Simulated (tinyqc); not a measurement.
# Charge pumping in an n-channel transistor: two studies

The gate is pulsed from accumulation to inversion and back. Energies E are counted from the intrinsic level; Dit(E) = D0 [1 + b (2 E/Eg)^2]. During each edge the traps near the bands emit their carriers, and those between Eh and Ee recombine once a cycle.

Inputs (values chosen for the exercise); band and dielectric values close to those of silicon: temperature T = 200 K; band gap Eg = 1.11 eV; conduction-band density of states at 200 K Nc = 1.52e19 cm^-3; valence-band density of states at 200 K Nv = 1.43e19 cm^-3; gate area A = 0.15 um^2; trap density at midgap D0 = 1.6e10 cm^-2 eV^-1; rise of the trap density towards the band edges b = 1.8; cross-section for electrons sn = 3.7e-15 cm^2; cross-section for holes sp = 1.7e-15 cm^2; thermal velocity at 200 K, one nominal value for electrons and holes vth = 1.4e7 cm/s; Vth - Vfb dV = 0.77 V; pulse height Va = 2 V; frequency f = 78000 Hz; rise time tr = 490 ns.

Constants: q = 1.602176634e-19 C, kB = 1.380649e-23 J/K, Vt = kB T/q. Results are converted to the units shown.

Each table varies one quantity; the others keep the values above.

## Triangular pulses against frequency

For a symmetric triangular wave tr = tf = 1/(2 f). ni = sqrt(Nc Nv) exp(-Eg/(2 Vt)), Eg in volts; emission times te = (dV/Va) tf and th = (dV/Va) tr; Ee = -Vt ln(vth sn ni te), Eh = +Vt ln(vth sp ni th). Nit = integral of Dit from Eh to Ee = D0 [Ee - Eh + 4 b (Ee^3 - Eh^3)/(3 Eg^2)], Qcp = q A Nit, Icp = f Qcp.

Triangular pulses against frequency:
```
f (Hz)	Ee (eV)	Eh (eV)	Nit (cm^-2)	Icp (pA)	Qcp (fC)
2200	0.2445	-0.2579	9.027e9	0.004773	0.002170
5100	0.2590	-0.2724	9.672e9	0.01185	0.002325
12000	0.2737	-0.2871	1.035e10	0.02985	0.002487
26000	0.2870	-0.3004	1.098e10	0.06862	0.002639
59000	0.3012	-0.3146	1.167e10	0.1655	0.002805
1.3e5	0.3148	-0.3282	1.236e10	0.3862	0.002971
3e5	0.3292	-0.3426	1.311e10	0.9454	0.003151
6.9e5	0.3435	-0.3569	1.389e10	2.303	0.003338
1.6e6	0.3580	-0.3714	1.470e10	5.652	0.003533
3.5e6	0.3715	-0.3849	1.548e10	13.02	0.003720
```

What does the table show?

Qcp rises from 0.00217 to 0.00372 fC, by 4.24e-4 fC a decade between the first two rows and 5.51e-4 between the last two (2 q A D0 Vt ln 10 = 3.05e-4 fC): faster edges leave less time for emission and widen the window, so Icp grows faster than f, as f^(1.07).

## Scanning the upper gap with the fall time

Same model as above.

The same in every row: Eh (eV) = -0.3637.

Results:
```
tf (ns)	Ee (eV)	Nit (cm^-2)	Icp (pA)
1	0.4570	1.761e10	0.3300
3.3	0.4365	1.689e10	0.3167
36	0.3953	1.557e10	0.2918
120	0.3745	1.495e10	0.2802
380	0.3547	1.438e10	0.2696
1300	0.3335	1.381e10	0.2589
4100	0.3137	1.330e10	0.2493
```

Estimate the missing row, tf = 11 ns.

Computed row:
```
tf (ns)	Ee (eV)	Nit (cm^-2)	Icp (pA)
11	0.4157	1.621e10	0.3038
```

With this row back in the table: Ee falls from 0.457 to 0.314 eV, by Vt ln 10 a decade, and Icp falls from 0.330 to 0.249 pA. The slope -dNit/d(ln tf)/Vt gives Dit = 3.47e10 cm^-2 eV^-1 near E = 0.447 eV and 2.58e10 near 0.324 eV, against 3.47e10 and 2.58e10 from the profile.

Range of the model: The Fermi levels of inversion and accumulation are taken to lie beyond Ee and Eh, the flat tops to fill all traps, and no geometric current is added.

tinyqc, about 0.01 s, one thread, Intel Xeon 2.30GHz (shared host): `OMP_NUM_THREADS=1 python tinyqc.py 2030083 2030084 out.jsonl`
